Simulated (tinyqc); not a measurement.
Biaxially strained (001) channel, valley splitting in an inversion layer: two steps of the calculation.

A thin layer grown on a relaxed buffer is stretched in the plane. The two valleys with their long axis along the growth direction (D2) sink against the four in-plane ones (D4); confinement in a triangular well splits them too. Only the lowest subband of each set is kept; one relaxation time, so the weakening of intervalley scattering is left out.

Inputs (values chosen for the exercise); values close to those of silicon on relaxed silicon-germanium: temperature T = 350 K; germanium share of the relaxed buffer x = 0.26; lattice mismatch per unit x b1 = 0.0418; elastic constant c11 = 165 GPa; elastic constant c12 = 63.7 GPa; shear deformation potential Xu = 9.01 eV; inversion density Ns = 1.3e12 cm^-2.

Constants: q = 1.602176634e-19 C, kB = 1.380649e-23 J/K, Vt = kB T/q. Results are converted to the units shown.

Question 1. Strain, stress and splitting. e_par = b1 x, e_perp = -2 (c12/c11) e_par, splitting D = Xu (e_par - e_perp), in-plane stress (c11 + c12 - 2 c12^2/c11) e_par.

Give: e_par; e_perp; D; stress.

Answer 1.

e_par = 1.0868 %
e_perp = -0.83914 %
D = 173.53 meV
stress = 1.9510 GPa

Question 2. Fermi level by Newton steps. f = N2 ln(1 + exp((EF - E2)/Vt)) + N4 ln(1 + exp((EF - E4)/Vt)) - Ns, f' = [N2/(1 + exp((E2 - EF)/Vt)) + N4/(1 + exp((E4 - EF)/Vt))]/Vt, EF(new) = EF - f/f'.

EF at the start = 0.152 eV
E2 = 0.15185738 eV
E4 = 0.42629030 eV
N2 = 4.8632370e12 cm^-2
N4 = 2.0886794e13 cm^-2

Find: f; f'; EF after iteration 1.

Answer 2.

f = 2.0848e12 cm^-2
f' = 8.0891e13 cm^-2/eV
EF after iteration 1 = 0.12623 eV

tinyqc, about 0.01 s, one thread, Intel Xeon 2.30GHz (shared host): `OMP_NUM_THREADS=1 python tinyqc.py 2530078 2530079 out.jsonl`
